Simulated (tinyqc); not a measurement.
Electron continuity equation in a given potential, Scharfetter-Gummel discretisation: two steps of the calculation.

Steady state in one dimension: J = q mu n E + q D dn/dx with E = -dpsi/dx and D = mu Vt, dJ/dx = q (n/tau - G), fixed densities nL and nR at the ends. The potential is given, psi = 0 for x < L/2 and U (2 x/L - 1) beyond, and is not changed by the electrons.

Inputs (values chosen for the exercise); mobility close to that of silicon at room temperature: temperature T = 293 K; electron mobility mu = 1370 cm^2/(V s); length of the region L = 1.2 um; density at x = 0 nL = 1.9e13 cm^-3; density at x = L nR = 9.9e13 cm^-3.

Constants: q = 1.602176634e-19 C, kB = 1.380649e-23 J/K, Vt = kB T/q. Results are converted to the units shown.

Task 1. Bernoulli factors. d_i = (psi_(i+1) - psi_i)/Vt; B(d) = d/(exp(d) - 1), B(0) = 1. The flux on interval i is J_i = (q D/h) [n_(i+1) B(d_i) - n_i B(-d_i)].

psi, node 0 to 11 (V): 0.00000000  0.00000000  0.00000000  0.00000000  0.00000000  0.00000000  0.08545455  0.25636364  0.42727273  0.59818182  0.76909091  0.94000000

Find: d_i; B(d_i); B(-d_i).

Result 1.

```
interval     d_i     B(d_i)  B(-d_i)
0         0.0000     1.0000   1.0000
1         0.0000     1.0000   1.0000
2         0.0000     1.0000   1.0000
3         0.0000     1.0000   1.0000
4         0.0000     1.0000   1.0000
5         3.3845    0.11874   3.5032
6         6.7690  0.0077854   6.7768
7         6.7690  0.0077854   6.7768
8         6.7690  0.0077854   6.7768
9         6.7690  0.0077854   6.7768
10        6.7690  0.0077854   6.7768
```

The largest |d_i| is 6.77, above 2, where central differences lose the sign pattern that keeps densities positive.

Task 2. Densities and current. B(d_i) and B(-d_i) are the Bernoulli factors of the potential steps, b and f the diagonal and right side. Solve B(-d_(i-1)) n_(i-1) + b_i n_i + B(d_i) n_(i+1) = f_i (end values already in f), then J_i = (q D/h) [n_(i+1) B(d_i) - n_i B(-d_i)], h = L/11, D = mu Vt.

```
interval        B(d_i)    B(-d_i)
0                    1          1
1                    1          1
2                    1          1
3                    1          1
4                    1          1
5           0.11874080  3.5032419
6         0.0077854474  6.7767876
7         0.0077854474  6.7767876
8         0.0077854474  6.7767876
9         0.0077854474  6.7767876
10        0.0077854474  6.7767876
```

```
node  diagonal b  right side f (cm^-3)
1     -2.1495851               -1.9e13
2     -2.1495851                     0
3     -2.1495851                     0
4     -2.1495851                     0
5     -4.6528270                     0
6     -7.0451135                     0
7     -6.9341581                     0
8     -6.9341581                     0
9     -6.9341581                     0
10    -6.9341581         -7.7075929e11
```

Give: n; J.

Result 2.

n, node 0 to 11 (cm^-3): 1.9000e13  1.2676e13  8.2482e12  5.0542e12  2.6162e12  5.6951e11  2.8350e11  2.7737e11  2.7137e11  2.6563e11  3.7076e11  9.9000e13
J, interval 0 to 10 (A/cm^2): -3.2127  -2.2494  -1.6226  -1.2386  -1.0397  -0.9965  -0.9749  -0.9538  -0.9332  -0.9130  -0.8849

Range of the model: The drift velocity mu E exceeds 1e7 cm/s somewhere, where real mobilities no longer stay constant.

Program tinyqc, `OMP_NUM_THREADS=1 python tinyqc.py 2220038 2220039 out.jsonl`; Intel Xeon 2.30GHz, shared host, one thread, about 0.01 s.
